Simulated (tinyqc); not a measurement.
Fermi-level pinning at a metal contact (Cowley-Sze model): one step of the calculation.

Interface states of density Ds lie behind a thin layer of thickness dl. Neglecting the depletion charge, the barrier for electrons is phi = S (pM - chi) + (1 - S) E0 with S = 1/(1 + q Ds dl/(eps0 ei)); the barrier for holes is Eg - phi.

Task. Barrier. Also the charge in the states, Ds (phi - E0), and the drop across the layer, pM - chi - phi.

Values chosen for this exercise; material values close to those of gallium nitride:
- Eg = 3.46 eV (band gap)
- chi = 4.14 eV (electron affinity)
- Ds = 3.1e12 cm^-2 eV^-1 (density of interface states)
- E0 = 2.83 eV (depth of their neutrality level below the conduction edge)
- dl = 0.38 nm (thickness of the interface layer)
- ei = 1.4 (its relative permittivity)
- pM = 4.83 eV (metal work function)

Constants: q = 1.602176634e-19 C, eps0 = 8.8541878128e-14 F/cm where lengths are in cm. Results are converted to the units shown.

Wanted: S; phi; barrier for holes; charge in the states; drop across the layer.

Result.

S = 0.86786
phi = 0.97278 eV
barrier for holes = 2.4872 eV
charge in the states = -5.7574e12 cm^-2
drop across the layer = -0.28278 V

Program tinyqc, `OMP_NUM_THREADS=1 python tinyqc.py 2430079 2430080 out.jsonl`; Intel Xeon 2.30GHz, shared host, one thread, about 0.01 s.
